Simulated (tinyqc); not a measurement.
Quasi-harmonic thermal expansion with mode Grueneisen parameters. Changing the temperature T. Computed by tinyqc, a small Python program. Command: `OMP_NUM_THREADS=1 python tinyqc.py 3028328 3028329 out.jsonl qha sweep`. One thread of a shared host (Intel(R) Xeon(R) Processor @ 2.30GHz), about 0.05 s of CPU time with the checks.

A crystal with two atoms a cell; per atom there are 1 transverse acoustic (TA), 1/2 longitudinal acoustic (LA) and 3/2 optical (O) modes. Every frequency of group i scales as nu_i (V/V0)^(-gamma_i). Each group has one frequency. Static energy: E = (9 V0 B0/16) [y^3 B' + y^2 (2 - 4 y)], y = (V0/V)^(2/3) - 1, with pressure P_s = (3 B0/2) (z^7 - z^5) [1 + (3/4)(B' - 4)(z^2 - 1)], z = (V0/V)^(1/3).

Inputs (values chosen for the exercise, modelled on zinc selenide):
```
quantity                       value             unit
static volume V0                22.8  angstrom^3/atom
static bulk modulus B0            62              GPa
static B'                        4.8                -
frequency nu_TA                 2.04              THz
frequency nu_LA                 4.93              THz
frequency nu_O                   6.7              THz
Grueneisen parameter gamma_TA   -1.3                -
Grueneisen parameter gamma_LA    1.1                -
Grueneisen parameter gamma_O     1.4                -
step factor f                    0.8                -
```

Acoustic groups: Einstein.

Constants: h x 1 THz = 4.135667696 meV; k_B = 8.617333262e-05 eV/K; 1 eV/angstrom^3 = 160.2176634 GPa.

Method:
- For a mode with x = h nu/(k_B T), n = 1/(exp(x) - 1): U = h nu (n + 1/2), C/k_B = x^2 n (n + 1); U_i and C_i sum these over group i with its weight per atom.
- Phonon pressure P_ph = sum_i gamma_i U_i/V.
- gamma_th = sum gamma_i C_i / sum C_i; volume expansion coefficient alpha_V = gamma_th C k_B/(B0 V0); linear coefficient alpha_V/3; first-order volume change P_ph/B0.
- Start at V0 and step V(new) = V [1 + f (P_s + P_ph)/B0]; stop when |P_s + P_ph| < 1e-8 GPa, after 60 steps, or when V leaves 0.7 to 1.3 V0.
- B_T = -V d(P_s + P_ph)/dV at fixed T (central difference, step 1e-4 V); alpha_V = sum gamma_i C_i k_B/(B_T V), all at V(T); the linear coefficient is alpha_L = alpha_V/3.
- C_P - C_V = alpha_V^2 B_T V T; the optical frequency is nu_O (V/V0)^(-gamma_O).

One run for each value; columns: (1) temperature T (K); (2) linear expansion coefficient (ppm/K); (3) gamma_th at V0; (4) volume change from V0 (%); (5) isothermal bulk modulus B_T (GPa); (6) C_P - C_V (k_B/atom):
```
(1)       (2)      (3)     (4)     (5)         (6)
20    -0.7609  -1.2927  0.3303  61.602  1.0636e-05
30    -1.7970  -1.2159  0.3263  61.604  8.8992e-05
44    -2.3492  -0.9132  0.3172  61.613  2.2307e-04
65    -1.6332  -0.3970  0.3040  61.616  1.5926e-04
96     0.1386   0.0187  0.2972  61.583  1.6922e-06
140    1.8682   0.2414  0.3116  61.489  4.4796e-04
210    3.1372   0.3566  0.3664  61.301  1.8900e-03
310    3.8162   0.4070  0.4729  61.007  4.1128e-03
460    4.1767   0.4305  0.6551  60.553  7.2694e-03
680    4.3720   0.4411  0.9405  59.880  1.1677e-02
1000   4.5007   0.4459  1.3719  58.897  1.7975e-02
```

Describe and explain the trends.

Over the rows, linear expansion coefficient (ppm/K) goes from -0.761 through a minimum among these rows, -2.35 at 44.0, to 4.50; gamma_th at V0 rises from -1.29 to 0.446; volume change from V0 (%) goes from 0.330 through a minimum among these rows, 0.297 at 96.0, to 1.37. alpha follows sum gamma_i C_i: each group joins once k_B T nears its h nu, the softest first, and its negative gamma makes the crystal shrink at first. C_P - C_V goes as alpha^2 T.

Extremes, crossings and ranges named in words are read from the listed rows.
